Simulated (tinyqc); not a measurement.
Two-diode model of a solar cell: two steps of the calculation.

J is the current delivered and Vj = V + J Rs the junction voltage. J = X JL - J01 (exp(Vj/(n1 Vt)) - 1) - J02 (exp(Vj/(2 Vt)) - 1) - Vj/Rp. The photocurrent does not depend on voltage.

Values chosen for this exercise; values of the order met in cells of cadmium telluride:
```
symbol,value,unit,meaning
T,323,K,temperature
JL,26,mA/cm^2,photocurrent at one sun
X,1,suns,concentration
J01,4.7e-15,A/cm^2,saturation current of the first diode
n1,1,,ideality factor of the first diode
Rs,0,ohm cm^2,series resistance
Rp,500,ohm cm^2,shunt resistance
Pin,100,mW/cm^2,incident power at one sun
J02,2.8e-8,A/cm^2,saturation current of the second diode (ideality 2)
```

Constants: q = 1.602176634e-19 C, kB = 1.380649e-23 J/K, Vt = kB T/q. Results are converted to the units shown.

Task 1. New Vj. Open circuit: J(Vj) = 0. G = -dJ/dVj = J01 exp(Vj/(n1 Vt))/(n1 Vt) + J02 exp(Vj/(2 Vt))/(2 Vt) + 1/Rp. Vj(new) = Vj + J/G.

Vj at the start = 0.81669245 V

Wanted: J; G; Vj after iteration 1.

Result 1.

J = -67.489 mA/cm^2
G = 2.1191 S/cm^2
Vj after iteration 1 = 0.78484 V

Task 2. Figures of merit. Jsc at V = 0, Voc at J = 0, the maximum power point where J (1 + 2 Rs G) = G Vj with G = -dJ/dVj; FF = Vmp Jmp/(Voc Jsc); efficiency Vmp Jmp/(X Pin). Empirical fill factor without parasitics FF0 = (v - ln(v + 0.72))/(v + 1), v = Voc/(n1 Vt).

Give: Jsc; Voc; Vmp; Jmp; FF; efficiency; FF0.

Result 2.

Jsc = 26.00 mA/cm^2
Voc = 0.7548 V
Vmp = 0.6193 V
Jmp = 22.84 mA/cm^2
FF = 0.7207
efficiency = 14.15 %
FF0 = 0.8461

FF is 15 % below FF0. Removing one loss at a time changes the efficiency by: second diode +2.96, shunt +0.77 points.

Numbers from tinyqc (`OMP_NUM_THREADS=1 python tinyqc.py 2280043 2280044 out.jsonl`; about 0.01 s on one thread of a shared Intel Xeon 2.30GHz).
